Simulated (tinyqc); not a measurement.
Input admittance of a MOSFET at zero drain bias: distributed channel and distributed gate: one step of the calculation.

Source and drain grounded, strong inversion, w = 2 pi f, Cox = eps0 eox/tox. The channel is an RC line of resistance 1/(mu Cox Vo) per square fed from both ends, so one finger has the intrinsic admittance y = i w Cox L tanh(g)/g per width, g = (1/2) sqrt(i w tau), tau = L^2/(mu Vo). The vertical resistance rv/L is in series with y, the overlaps 2 i w Cov in parallel: y_t = 1/(1/y + rv/L) + 2 i w Cov. The gate strip is a line of Rsh/L per length loaded by y_t, so a finger has Y = y_t Wf tanh(k)/k, k = (Wf/sd) sqrt(y_t Rsh/L); the device has Nf Y.

Problem. Input impedance of the device. k and Y as defined; Z = 1/(Nf Y) = R + 1/(i w C); Q = |Im Z|/R; signal at the point farthest from a contact |1/cosh k|.

Parameters, values chosen for the exercise; values of the order met in silicon radio-frequency transistors:
- L = 1.2 um (channel length)
- Wf = 1.8 um (finger width)
- Nf = 4 (number of fingers)
- Rsh = 28 ohm/square (sheet resistance of the gate)
- sd = 2 (number of ends at which a finger is contacted)
- f = 3.2 GHz (frequency)

y_t = 46.64108+351.20696i uS/um

Find: k; Nf Y; R; C; Q; signal at the far point.

Solution.

k = 0.061553+0.053919i
Nf Y = 0.3413+2.5272i mS
R = 52.483 ohm
C = 127.98 fF
Q = 7.4045
signal at the far point = 0.99956

tinyqc, about 0.01 s, one thread, Intel Xeon 2.30GHz (shared host): `OMP_NUM_THREADS=1 python tinyqc.py 2262039 2262040 out.jsonl`
